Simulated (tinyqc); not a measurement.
# One-sided p+-n junction, ionisation integral and breakdown: effects of single changes

A p+ layer at x < 0 and an n drift layer from x = 0. Depletion approximation, built-in voltage neglected. Local ionisation coefficients alpha_n = an exp(-(bn/E)^mx), alpha_p = ap exp(-(bp/E)^mx). Electrons move towards +x, holes towards x = 0.

Values chosen for this exercise; material values close to those of 4H silicon carbide: relative permittivity eps_r = 9.77; prefactor of the electron ionisation coefficient an = 1.85e8 1/cm; field constant for electrons bn = 3.36e7 V/cm; prefactor of the hole ionisation coefficient ap = 3.49e8 1/cm; field constant for holes bp = 2.35e7 V/cm; exponent mx = 1; electron mobility of the drift layer mu = 888 cm^2/(V s); donor density of the drift layer N = 1.5e17 cm^-3.

Constants: q = 1.602176634e-19 C, eps0 = 8.8541878128e-14 F/cm where lengths are in cm. Results are converted to the units shown.

Each table varies one quantity; the others keep the values above.

## Multiplication against voltage

W = sqrt(2 eps0 eps_r V/(q N)), peak field E0 = q N W/(eps0 eps_r), falling linearly to 0 at W. G(x) = integral from 0 to x of (alpha_n - alpha_p); I_n = integral of alpha_n exp(-G) (electrons injected at x = 0), I_p = integral of alpha_p exp(G(end) - G) (holes injected at the far edge); M = 1/(1 - I). Integrals on a fine grid; BV is where I_n = 1. Here BV = 202.838 V; the Miller exponent is n = ln(1 - 1/M)/ln(V/BV).

Multiplication against voltage:
```
V (V)  E0 (kV/cm)      I_n     I_p   M_n   M_p  Miller n, electrons  Miller n, holes
81.1       2.12e3  1.08e-4  0.0316  1.00  1.03                 9.96             3.77
101        2.37e3  7.16e-4   0.117  1.00  1.13                 10.4             3.08
122        2.60e3  0.00341   0.304  1.00  1.44                 11.2             2.34
142        2.81e3   0.0124   0.555  1.01  2.24                 12.3             1.65
162        3.00e3   0.0436   0.792  1.05  4.81                 13.9             1.04
174        3.11e3   0.0973   0.894  1.11  9.43                 15.2            0.731
187        3.22e3    0.255   0.962  1.34  26.4                 16.8            0.474
195        3.29e3    0.492   0.986  1.97  71.9                 18.0            0.355
200        3.33e3    0.768   0.996  4.30   240                 18.8            0.296
```

M_n rises from 1.000 to 4.30 and M_p from 1.033 to 240; both diverge at BV. The Miller exponent for electrons rises from 9.96 to 18.8 and that for holes falls from 3.77 to 0.296, so one exponent describes neither over the whole range. The larger multiplication belongs to holes, whose coefficient at the peak field of the last row is 39.0 times the other.

## Effect of the drift doping

Same model as above.

Specific on-resistance Ron = W/(q mu N) with constant mobility and full ionisation.

Effect of the drift doping:
```
N (cm^-3)  BV (V)  E0 at BV (kV/cm)  W at BV (um)  Ron (mohm cm^2)  BV^2/Ron (MW/cm^2)  eps0 eps_r mu E0^3/4 (MW/cm^2)
1.2e16     1.57e3            2.64e3          11.9            0.695              3.53e3                          3.53e3
2.4e16        886            2.81e3          6.31            0.185              4.24e3                          4.24e3
4.6e16        522            2.98e3          3.50           0.0535              5.09e3                          5.09e3
8.8e16        310            3.18e3          1.95           0.0156              6.16e3                          6.16e3
1.7e17        184            3.40e3          1.08          0.00447              7.56e3                          7.56e3
3.3e17        109            3.66e3         0.598          0.00127              9.39e3                          9.39e3
6.3e17       66.5            3.94e3         0.338          3.77e-4              1.17e4                          1.17e4
1.2e18       40.9            4.26e3         0.192          1.12e-4              1.49e4                          1.49e4
```

What does the table show?

BV falls from 1570 to 40.9 V while the critical field rises from 2640 to 4260 kV/cm. BV goes as N^(-0.82) between the first two rows and N^(-0.76) between the last two (a coefficient proportional to E^7 gives -0.75 without punch-through). Ron goes as BV^(2.39) over the table; the last two columns agree since BV = E0 W/2 and N = eps0 eps_r E0/(q W). For N = 6.3e17, 1.2e18 the layer is under 0.5 um wide or BV under 82 V, so dead space, tunnelling and the built-in voltage, all left out, matter.

tinyqc, about 0.05 s, one thread, Intel Xeon 2.30GHz (shared host): `OMP_NUM_THREADS=1 python tinyqc.py 2120047 2120048 out.jsonl`
